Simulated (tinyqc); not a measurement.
Off-state leakage of single and stacked transistors: subthreshold current against the height of the stack.

n-channel devices of unit width. Subthreshold current I(Vg, Vs, Vd) = I0 (T/300 K)^0.5 exp[(Vg - Vs - VT(T) - gb (Vs - Vb) + dd (Vd - Vs))/(nf Vt)] (1 - exp(-(Vd - Vs)/Vt)), VT(T) = VT - cT (T - 300 K). Gate-edge tunnelling Ig (Vd/1 V) exp(ag (Vd - 1 V)), for a gate at 0 V, and band-to-band leakage Ab u exp(-Bb/u), u = Vd - Vb + 1 V, flow at a drain held at V; both are taken as independent of T. In a stack of off transistors (all gates at 0 V) the same subthreshold current passes through each.

All n gates at 0 V, bottom source at 0 V, top drain at V; node voltages follow from equal currents.

Values chosen for this exercise; values of the order met in bulk silicon logic transistors:
- T = 358 K (temperature)
- V = 1.1 V (supply voltage)
- VT = 0.43 V (threshold at 300 K, zero drain and body bias)
- cT = 0.5 mV/K (fall of the threshold with temperature)
- I0 = 0.54 uA/um (current at threshold at 300 K)
- nf = 1.47 (slope factor)
- dd = 0.09 (drain-induced lowering per volt)
- gb = 0.17 (rise of the threshold per volt of source-body bias)
- Vb = 0 V (body voltage)

Constants: q = 1.602176634e-19 C, kB = 1.380649e-23 J/K, Vt = kB T/q. Results are converted to the units shown.

Results:

| n | I (nA/um) | reduction factor | drain voltage of the bottom device (mV) | source voltage of the top device (mV) | voltage across the top device (V) |
|---|---|---|---|---|---|
| 1 | 0.7562 | 1.000 | 1100 | 0 | 1.100 |
| 2 | 0.09079 | 8.329 | 76.29 | 76.29 | 1.024 |
| 4 | 0.03313 | 22.83 | 14.63 | 112.6 | 0.9874 |
| 5 | 0.02520 | 30.00 | 10.55 | 122.4 | 0.9776 |
| 6 | 0.02035 | 37.16 | 8.261 | 130.1 | 0.9699 |

Estimate the missing row, n = 3.

Computed row:

| n | I (nA/um) | reduction factor | drain voltage of the bottom device (mV) | source voltage of the top device (mV) | voltage across the top device (V) |
|---|---|---|---|---|---|
| 3 | 0.04843 | 15.61 | 24.07 | 98.91 | 1.001 |

With this row back in the table: The second transistor cuts the current by a factor of 8.33, the third by a further 1.87 and the sixth by 1.24. The top device keeps 88.2 % of the supply at n = 6, while the drain voltage of the bottom one falls to 0.268 Vt.

Computed by the program tinyqc: `OMP_NUM_THREADS=1 python tinyqc.py 2242076 2242077 out.jsonl`, one thread of a shared Intel Xeon 2.30GHz, about 0.04 s for the whole run.
